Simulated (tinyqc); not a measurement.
# Inductance and parasitic capacitance from two readings

Inverse problem. A loss-free coil L in parallel with C shows the apparent inductance L/(1 - w^2 L C), w = 2 pi f. Find L, C and the self-resonance 1/(2 pi sqrt(L C)).

apparent inductance at 5.9 and 14 GHz (nH): [0.94125765, 1.8718330]

Answer. The inverse of the reading is 1/L - w^2 C, a straight line in w^2.

L = 0.8500 nH
C = 83.00 fF
self-resonance = 18.95 GHz

tinyqc, about 0.01 s, one thread, Intel Xeon 2.30GHz (shared host): `OMP_NUM_THREADS=1 python tinyqc.py 2302074 2302075 out.jsonl`
